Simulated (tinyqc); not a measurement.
Band offset from the macroscopic average of a supercell potential, step by step. Values are carried at full precision from step to step, so a last printed digit may differ when a step is redone from the rounded ones.

A model of the planar-averaged electrostatic energy of an electron in a periodic cell of N1 periods of A (L1 = N1 n1 h) and N2 periods of B (L2 = N2 n2 h), on z_j = j h: V(z) = f VA + (1 - f) VB + F t(z), VA = V1[0] + V1[1] cos(2 pi z/(n1 h)) + V1[2] cos(4 pi z/(n1 h)), VB the same with V2, n2 and z - L1. f = [tanh(z/w) - tanh((z - L1)/w) + tanh((z - L1 - L2)/w)]/2 + 1/2; t(z) = z - L1/2 in A and (L1/L2)(L1 + L2/2 - z) beyond, so that the cell is periodic.

Constants: e^2/(4 pi eps0) = 14.39964547 eV angstrom.

Values chosen for the exercise (gaps near those of GaAs and AlAs; shifted at random, so the results belong to these values and not to a real crystal): h = 0.35 angstrom (grid step); n1 = 7 (grid points per period of A); n2 = 6 (grid points per period of B); N1 = 5 (periods of A); N2 = 4 (periods of B); V1 = (-11.88, 1.47, -0.49) eV (mean and two harmonics of the potential in A); V2 = (-6.97, 4.86, -0.57) eV (the same in B); w = 0.54 angstrom (width of the interfaces); F = 0 eV/angstrom (slope in A from opposite charges on the two interfaces); Ev1 = 4.2 eV (valence top of bulk A above its mean potential); Eg1 = (0.5, 1.59) eV (gap of A: semi-local value, corrected value); fv1 = 0.69 (share of the correction that lowers the valence top of A); Ev2 = -1.54 eV (valence top of bulk B above its mean potential); Eg2 = (1.39, 2.25) eV (gap of B: semi-local value, corrected value); fv2 = 0.61 (the same share for B); eps = 13.7 (dielectric constant at the interface).

## The planar average

Evaluate V on the grid, j = 0, 1, ...

V(z_j) (eV): -7.577  -10.481  -11.810  -13.422  -13.458  -11.752  -10.852  -10.900  -10.854  -11.766  -13.510  -13.510  -11.766  -10.854  -10.900  -10.854  -11.766  -13.510  -13.510  -11.766  -10.854  -10.900  -10.854  -11.766  -13.510  -13.510  -11.766  -10.854  -10.899  -10.851  -11.754  -13.485  -13.488  -11.581  -9.437  -6.790  -5.672  -9.300  -12.422  -9.139  -4.266  -2.683  -4.256  -9.115  -12.400  -9.115  -4.255  -2.680  -4.255  -9.115  -12.400  -9.115  -4.256  -2.685  -4.266  -9.125  -12.370  -9.236  -5.868

## Running means

Running mean over n points, periodic: for odd n the plain mean of the n points centred on j; for even n the n + 1 points with half weight at both ends. The macroscopic average applies the mean over n1 points and then over n2 points.

Apply the first mean, then the second.

after the mean over n1 points (eV): -10.109  -10.265  -10.624  -11.336  -11.811  -11.864  -11.858  -11.870  -11.878  -11.880  -11.880  -11.880  -11.880  -11.880  -11.880  -11.880  -11.880  -11.880  -11.880  -11.880  -11.880  -11.880  -11.880  -11.880  -11.880  -11.880  -11.879  -11.878  -11.874  -11.871  -11.845  -11.642  -11.055  -10.315  -9.965  -9.813  -9.192  -8.147  -7.182  -6.820  -7.312  -7.755  -7.282  -6.584  -6.358  -6.582  -7.276  -7.746  -7.276  -6.582  -6.358  -6.585  -7.280  -7.745  -7.293  -6.829  -7.304  -8.418  -9.495

macroscopic average (eV): -9.705  -10.324  -10.804  -11.147  -11.427  -11.665  -11.815  -11.866  -11.873  -11.876  -11.879  -11.880  -11.880  -11.880  -11.880  -11.880  -11.880  -11.880  -11.880  -11.880  -11.880  -11.880  -11.880  -11.880  -11.880  -11.879  -11.878  -11.874  -11.851  -11.763  -11.564  -11.275  -10.944  -10.551  -10.039  -9.425  -8.811  -8.299  -7.906  -7.575  -7.286  -7.087  -6.999  -6.976  -6.972  -6.971  -6.970  -6.970  -6.970  -6.971  -6.971  -6.973  -6.995  -7.094  -7.326  -7.663  -8.044  -8.489  -9.053

Around the middle of B the first mean varies by 1163 meV over five points and the second by 1 meV: one window removes only the period it matches.

## The potential line-up

Read the macroscopic average in the middle of each region, j = 17 and j = 47, and its slope in A by a central difference over two points each way.

plateau in A = -11.880 eV
plateau in B = -6.970 eV
dV = B - A = 4.910 eV
slope in A = 0.000 eV/angstrom

The plateaus are flat, so the line-up is well defined.

## Band offsets

dEv = Ev(A) - Ev(B) = Ev1 - (dV + Ev2); dEc = Ec(B) - Ec(A) = Eg2 - Eg1 - dEv. The correction of a gap, c = Eg[1] - Eg[0], lowers the valence top by fv c and leaves dV, a ground-state quantity, as it is. Type I: dEv and dEc of one sign; II: opposite signs; III: no overlap of the gaps.

Give the offsets with semi-local and with corrected band edges.

dEv, dEc, semi-local (eV): 0.830  0.060

lowering of the valence tops of A and B (eV): 0.752  0.525

dEv, dEc, corrected (eV): 0.603  0.057

The correction moves dEv by -0.23 eV and dEc by 0.00 eV; the type stays I.

## The dipole behind the step

A step dV of the mean electron energy from A to B across an interface equals 4 pi (e^2/4 pi eps0) times a dipole per area p (in e angstrom per angstrom^2). For a change of 0.1 eV in dV, give the charge per area moved over 2 angstrom in a medium of dielectric constant eps: sigma = 0.1 eps/(4 pi (e^2/4 pi eps0) 2). 1 angstrom^-2 = 1e16 cm^-2.

|p| = 0.02713 e/angstrom
sigma = 3.79e+13 e/cm^2

With about 7e14 atoms per cm^2 in a plane (as on a silicon (100) face), 5.4 % of an electron per atom shifts the line-up by 0.1 eV.

## Checks

- Line-up in a cell of 14 + 14 periods without slope against V2[0] - V1[0] (eV): both 4.9100.

Run: tinyqc, `OMP_NUM_THREADS=1 python tinyqc.py 1851123 1851124 out.jsonl`; Intel(R) Xeon(R) Processor @ 2.30GHz, one thread, shared host; about 0.01 s of CPU time with all checks.
